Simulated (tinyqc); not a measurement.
## Surface Green function of a square-lattice strip three rows wide, Sancho-Rubio decimation: effect of the broadening

A semi-infinite lead of cells 0, 1, 2, ... with H0 inside a cell and H1 = <cell i|H|cell i + 1>. A cell is one column of three sites. z = E + i eta.

Start with e_s = e = H0, a = H1, b = H1^dagger. Each round: g = (z - e)^(-1); e_s <- e_s + a g b; e <- e + a g b + b g a; a <- a g a; b <- b g b (all with the old a, b). Round k joins cells 2^k apart. Stop when the largest entry of the matrices a and b is below 1e-12 eV; g_s = (z - e_s)^(-1), bulk (z - e)^(-1), density of states -Im Tr/pi. The last column counts the steps of the plain recursion g <- (z - H0 - H1 g H1^dagger)^(-1), one cell a step from g = (z - H0)^(-1), until no entry changes by more than 1e-8 1/eV.

Values chosen for this exercise: energy E = 0.98 eV.

H0 (eV):
```
       1      2      3
1  -0.46  -0.65      0
2  -0.65   0.36  -0.65
3      0  -0.65   0.45
```

H1 (eV):
```
    1   2   3
1  -1   0   0
2   0  -1   0
3   0   0  -1
```

Result of one run:
```
rounds  surface density of states (1/eV)  plain steps
14                               0.70464         4751
```

Which broadening eta gave this result: 0.3, 0.04, 0.02 or 0.004 eV?

eta = 0.004 eV.

The whole series:
```
eta (eV)  rounds  surface density of states (1/eV)  plain steps
0.3            8                           0.61579           63
0.1           10                           0.66854          190
0.04          11                           0.68922          475
0.02          12                           0.69744          950
0.01          13                           0.70188         1899
0.004         14                           0.70464         4751
```

The rounds go from 8 to 14 and the plain steps from 63 to 4751. Inside a band the plain recursion needs a number of steps that grows as 1/eta, the decimation only as log2(1/eta). The density of states tends to 0.7065 1/eV as eta goes to zero; the first row is 13 % below that and the last 0.27 % below it.

Numbers from tinyqc (`OMP_NUM_THREADS=1 python tinyqc.py 2680014 2680015 out.jsonl`; about 0.08 s on one thread of a shared Intel Xeon 2.30GHz).
